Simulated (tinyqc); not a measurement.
From folded lines to real minibands: band folding and unfolding in a supercell of a chain.

A chain with hopping -t and n = 8 sites a supercell. H(K) has v_j on the diagonal, -t between neighbours and -t exp(2 pi i K) on the bond that closes the cell (from the last site to the first of the next cell). The point K holds the n wave vectors k_m = (K + m)/n of the primitive zone, in 2 pi/a, m = 0 to n - 1, with E0 = -2t cos(2 pi k_m). The unfolding weight of a state c on k_m is |sum_j c_j exp(-2 pi i k_m j)|^2/n, j = 0 to n - 1.

Values chosen for the exercise: t = 1.34 eV (hopping); v = (-0.64, -0.64, 0.64, -0.64, -0.64, 0.64, 0.64, 0.64) eV (site energies in the supercell); Kq = 0.19 2 pi/(n a) (wave vector in the small zone).

The potential is scaled by x. For the lowest level at K: energy, second-order estimate E0(k_0) + x V_0 - x^2 sum_m |V_m|^2/(E0(k_m) - E0(k_0)), weight on k_0, and width of the lowest miniband between K = 0 and 1/2.

Lowest level:
```
x      E (eV)  second order (eV)  weight on k_0  miniband width (eV)
0.00  -2.6502            -2.6502          1.000               0.2040
0.25  -2.6652            -2.6661          0.985               0.1550
0.50  -2.7063            -2.7136          0.951               0.1188
1.00  -2.8448            -2.9039          0.876               0.0728
2.00  -3.2544            -3.6651          0.769               0.0318
3.00  -3.7562            -4.9337          0.704               0.0162
4.00  -4.3055            -6.7098          0.662               0.0092
```

Give the missing row, x = 1.50.

Computed row:
```
x      E (eV)  second order (eV)  weight on k_0  miniband width (eV)
1.50  -3.0334            -3.2211          0.815               0.0470
```

Second order is -59.1 meV off at x = 1 and -1178 meV at x = 3. The weight on the parent k falls to 0.88 at x = 1 and 0.66 at x = 4, and the miniband narrows from 0.204 to 0.009 eV as the state gathers on the low sites. While the weight stays near one the primitive band is still the right picture and the folded copies carry little spectral weight.

Run: tinyqc, `OMP_NUM_THREADS=1 python tinyqc.py 1452305 1452306 out.jsonl`; Intel(R) Xeon(R) Processor @ 2.30GHz, one thread, shared host; about 0.01 s of CPU time with all checks.
